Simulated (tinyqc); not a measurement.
On-chip interconnect, size-dependent resistivity and RC delay: two steps of the calculation.

A rectangular line between two neighbours and two ground planes. Surface and grain-boundary scattering are added to the bulk resistivity as corrections; capacitances are parallel-plate values without fringing; inductance is ignored.

Values chosen for this exercise; metal values close to those of copper:
```
symbol  value     unit                                             meaning
rho0     1.66  uohm cm                                    bulk resistivity
lam      40.4       nm                                 bulk mean free path
ps          0                         specular share of surface scattering
Rg        0.2                   reflection coefficient of grain boundaries
gr        1.5                              grain size over the metal width
wd         30       nm                                    drawn line width
AR          2                              aspect ratio, height over width
tl        2.1       nm  liner on both walls and the bottom, not conducting
sp         30       nm                     space to the neighbouring lines
hd         34       nm     dielectric height to the planes above and below
ek        3.9                      relative permittivity of the dielectric
Mf          2                              Miller factor of the neighbours
Lw        180       um                                         line length
Rd       1900      ohm                                   driver resistance
Cl        1.4       fF                                    load capacitance
```

Constants: eps0 = 8.8541878128e-12 F/m. Results are converted to the units shown.

Task 1. Resistivity, resistance and capacitance per length. Metal width x = wd - 2 tl, height y = AR wd - tl; grain boundaries (Mayadas-Shatzkes): al = (lam/(gr x)) Rg/(1 - Rg), g = 1/[1 - 3 al/2 + 3 al^2 - 3 al^3 ln(1 + 1/al)] - 1; surfaces (Fuchs-Sondheimer, thick limit): s = (3/8) lam (1 - ps)(1/x + 1/y); rho = rho0 (1 + g + s); r = rho/(x y); c = eps0 ek (2 wd/hd + 2 Mf AR wd/sp).

Wanted: x; y; al; g; s; rho; r; c.

Result 1.

x = 25.80 nm
y = 57.90 nm
al = 0.2610
g = 0.3720
s = 0.8489
rho = 3.687 uohm cm
r = 24.68 ohm/um
c = 0.3372 fF/um

Task 2. Ladder and Elmore delays. 4 equal pi sections: series Rs = r Lw/4; node capacitances c Lw/4, halved at nodes 0 and 4, with Cl added to node 4; Rd feeds node 0. Elmore delay of node k: the sum, over the resistors on the path to k, of resistance times all capacitance downstream of it.

r = 24.679332 ohm/um
c = 0.33718831 fF/um

Give: Rs; C; Elmore delay.

Result 2.

Rs = 1111 ohm

| node | C (fF) | Elmore delay (ps) |
|---|---|---|
| 0 | 7.587 | 118.0 |
| 1 | 15.17 | 178.5 |
| 2 | 15.17 | 222.2 |
| 3 | 15.17 | 249.0 |
| 4 | 8.987 | 259.0 |

The far-end value equals Rd (c Lw + Cl) + r Lw (c Lw/2 + Cl) for any number of pi sections; the line resistance contributes 54.4 % of it.

Range of the model: The metal width is under the mean free path, where the thick-limit surface term and the simple sum of corrections lose accuracy.

Numbers from tinyqc (`OMP_NUM_THREADS=1 python tinyqc.py 2100033 2100034 out.jsonl`; about 0.01 s on one thread of a shared Intel Xeon 2.30GHz).
